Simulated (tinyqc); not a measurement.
What moves the results: electrons shared among three sets of ellipsoidal valleys. A value that a table varies takes the place of the one given here.

F_j(eta) = (1/Gamma(j + 1)) integral_0^infinity x^j dx/(1 + exp(x - eta)), which tends to exp(eta) for eta << 0.

Sets X, L, Gamma: N_i = M_i times N = 2 (m kB T/(4 pi c))^(3/2) with c = hbar^2/2m0, in 1/angstrom^3; times 1e24 for 1/cm^3, m = (ml mt^2)^(1/3); n = sum_i N_i F_1/2((EF - dE_i)/kT), energies from the edge of the first set; mu_drift = sum of share times mobility.

Constants: hbar^2/2m0 = 3.80998211 eV angstrom^2; kB = 8.617333262e-05 eV/K.

Parameters, chosen for this exercise (masses and offsets near those of GaP; mobilities are free inputs, held fixed; not measured data): dE = (0, 0.307, 0.51) eV (edges of X, L, Gamma above the first); M = (3, 4, 1) (valleys in each set); ml = (2.077, 1.148, 0.128) m0 (longitudinal masses of X, L, Gamma); mt = (0.2438, 0.1541, 0.128) m0 (transverse masses); mu = (210, 400, 1600) cm^2/(V s) (mobility of each set); n = 3.2e+18 1/cm^3 (total electron density); T = 300 K.

## Transfer between valleys with temperature

Offsets, masses and mobilities are held fixed; n is fixed too, so the high values of T stand for hot electrons, not for the lattice.

Populations:
```
T (K)  EF (eV)  share X  share L  share Gamma  mu_drift
77      0.0017   1.0000   0.0000       0.0000       210
150    -0.0123   1.0000   0.0000       0.0000       210
300    -0.0535   1.0000   0.0000       0.0000       210
450    -0.1046   0.9998   0.0002       0.0000       210
600    -0.1623   0.9983   0.0017       0.0000       210
900    -0.2919   0.9880   0.0119       0.0001       212
1200   -0.4362   0.9684   0.0313       0.0003       216
2000   -0.8718   0.9025   0.0954       0.0020       231
```

The share of X goes from 1.000 to 0.903 and the mean mobility from 210 to 231 cm^2/(V s). X holds more than L throughout. The share of Gamma is at most 0.002.

## Transfer between valleys with doping

Parabolic valleys; band tails and gap narrowing are left out.

Populations:
```
n (1/cm^3)  EF (eV)  share X  share L  share Gamma  mu_drift
1.0e+16     -0.2037   1.0000   0.0000       0.0000       210
1.0e+17     -0.1442   1.0000   0.0000       0.0000       210
1.0e+18     -0.0843   1.0000   0.0000       0.0000       210
3.0e+18     -0.0552   1.0000   0.0000       0.0000       210
1.0e+19     -0.0217   1.0000   0.0000       0.0000       210
3.0e+19      0.0135   1.0000   0.0000       0.0000       210
1.0e+20      0.0673   1.0000   0.0000       0.0000       210
```

The share of X stays near 1.000, so the mean mobility hardly moves. X holds more than L throughout. The share of Gamma is at most 4.2e-10.

## Moving the second set by strain or alloying

The second entry of dE is replaced by the values listed; a negative value puts that set lowest.

Populations:
```
offset (eV)  EF (eV)  share X  share L  share Gamma  mu_drift
-0.100       -0.1417   0.0343   0.9657       0.0000       393
-0.050       -0.0967   0.1947   0.8053       0.0000       363
0.000        -0.0665   0.6148   0.3852       0.0000       283
0.025        -0.0593   0.8043   0.1957       0.0000       247
0.050        -0.0559   0.9144   0.0856       0.0000       226
0.100        -0.0539   0.9865   0.0135       0.0000       213
0.150        -0.0536   0.9980   0.0020       0.0000       210
0.200        -0.0535   0.9997   0.0003       0.0000       210
0.300        -0.0535   1.0000   0.0000       0.0000       210
```

The share of X goes from 0.034 to 1.000 and the mean mobility from 393 to 210 cm^2/(V s). X and L hold equal numbers between offset = -0.05 and 0 eV. The share of Gamma is at most 1.2e-10. With Boltzmann statistics the first two sets are equal at kT ln(N_2/N_1) = -0.0121 eV.

## What moves the populations

All else solved anew. Each row changes one parameter from the base and keeps the others.

Results:
```
case                              EF (eV)  share X  share L  share Gamma  mu_drift (cm^2/(V s))
base                              -0.0535   1.0000   0.0000       0.0000                    210
T = 350 K                         -0.0697   1.0000   0.0000       0.0000                    210
n = 9.6e+18 1/cm^3                -0.0229   1.0000   0.0000       0.0000                    210
dE = (0, 0.2456, 0.51) eV         -0.0535   1.0000   0.0000       0.0000                    210
mt = (0.2438, 0.1849, 0.128) m0   -0.0535   1.0000   0.0000       0.0000                    210
ml = (2.077, 1.3776, 0.128) m0    -0.0535   1.0000   0.0000       0.0000                    210
mu = (252, 400, 1600) cm^2/(V s)  -0.0535   1.0000   0.0000       0.0000                    252
```

The largest shifts from the base row, up to three for each result and ties (the steps differ in size, so this ranks the rows, not the parameters). EF (eV): n +0.0306, T -0.0162; unchanged at the printed digits by dE, mt, ml and mu. share X: unchanged at the printed digits by T, n, dE, mt, ml and mu. share L: unchanged at the printed digits by T, n, dE, mt, ml and mu. share Gamma: unchanged at the printed digits by T, n, dE, mt, ml and mu. mu_drift (cm^2/(V s)): mu +42; unchanged at the printed digits by T, n, dE, mt and ml.

Program tinyqc; command `OMP_NUM_THREADS=1 python tinyqc.py 1681671 1681672 out.jsonl`; about 0.01 s on one thread of a shared Intel(R) Xeon(R) Processor @ 2.30GHz.
